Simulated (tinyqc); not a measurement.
Avalanche multiplication and breakdown of a junction from ionisation integrals: one step, computed by the program tinyqc.

Ionisation coefficients follow the local field. Position x runs through the depletion layer from the p side (x = 0), where electrons enter, to the n side (x = w), where holes enter. The built-in voltage is neglected.

Task: On-resistance of the drift layer. R_on = w/(e mu N) with w the width at breakdown; figure of merit V_B^2/R_on; for a triangular field it equals eps eps_0 mu F_m^3/4.

Inputs (values chosen for the exercise, modelled on germanium): permittivity eps = 16; drift-layer mobility mu = 2100 cm^2/(V s); doping N of the lightly doped side = 1.4e+14 1/cm^3.

Junction: one-sided abrupt n+p.

width at breakdown = 93.47350 micrometre

breakdown voltage = 691.6983 V

critical field F_m = 0.1479988 MV/cm

Constants: e = 1.602176634e-19 C; eps_0 = 8.8541878128e-12 F/m.

Give: specific on-resistance; V_B^2/R_on; eps eps_0 mu F_m^3/4.

Result:

specific on-resistance = 198.4 milliohm cm^2

V_B^2/R_on = 2.411 MW/cm^2

eps eps_0 mu F_m^3/4 = 2.411 MW/cm^2
